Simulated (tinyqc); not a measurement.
# From active share y back to anneal time t

Model: hydrogen passivation of interface dangling bonds: competing passivation and dissociation with distributed barriers. Computed by tinyqc, a small Python program. Command: `OMP_NUM_THREADS=1 python tinyqc.py 3017667 3017668 out.jsonl passiv inv`. One thread of a shared host (Intel(R) Xeon(R) Processor @ 2.30GHz), about 0.09 s of CPU time with the checks.

P_b + H2 gives P_bH + H at the rate k_f [H2]; P_bH gives P_b + H at the rate k_d. All defects start unpassivated. E_f and E_d are Gaussian and independent.

Inputs (values chosen for the exercise, close to those used for P_b centres at the silicon-oxide interface): defect density N0 = 2.9e+12 1/cm^2; passivation prefactor k_f0 = 5.8e-07 cm^3/s; mean passivation barrier E_f = 1.64 eV; spread sigma_f = 0.039 eV; dissociation prefactor k_d0 = 5e+12 1/s; mean dissociation barrier E_d = 2.77 eV; spread sigma_d = 0.045 eV; H2 in the oxide per atm, solubility factor = 3.4e+17 1/(cm^3 atm); hydrogen pressure p = 1 atm; anneal temperature T = 275 C; oxide thickness = 28 nm.

Constants: k_B = 8.617333262e-05 eV/K; e = 1.602176634e-19 C; eps_0 = 8.8541878128e-12 F/m.

Method:
- [H2] = solubility factor x p; a = k_f0 [H2] exp(-E_f/(k_B T)), d = k_d0 exp(-E_d/(k_B T)). For one pair of barriers the active share is y = [d + a exp(-(a + d) t)]/(a + d).
- Temperatures in kelvin are T(C) + 273.15.
- Average y over both Gaussians with 40 x 40 Gauss-Hermite points.
- Active density N0 y; threshold shift if each active defect holds one charge, e N0 y t_ox/(3.9 eps_0).

Problem. A run gave the result below. Find the anneal time t, known to lie between 200 and 480 s.

active share y = 0.921497

Solution.

Each step takes the trial c = (a f_b - b f_a)/(f_b - f_a), f being the result less the target and a, b, c the logarithms of the listed values; c replaces end b, the old b replaces a if the sign of f changed, and otherwise f_a is halved.

Scan of the range:
```
anneal time t (s)  active share y
200                      0.955705
231                      0.949176
268                      0.941492
310                      0.932911
359                      0.923083
415                      0.912085
480                      0.899619
```

False position (Illinois rule, in the logarithm of the input) inside the bracket:
```
step    end a    end b    trial  active share y
1     359.000  415.000  366.584        0.921579
2     415.000  366.584  366.979        0.921501
3     415.000  366.979  367.019        0.921493
4     366.979  367.019  367.000        0.921497
```

Active share y falls at every point of a 13-point scan of the range (every second point is shown), so one value fits; it is bracketed by 359 and 415. Answer: anneal time t = 367.0 s.
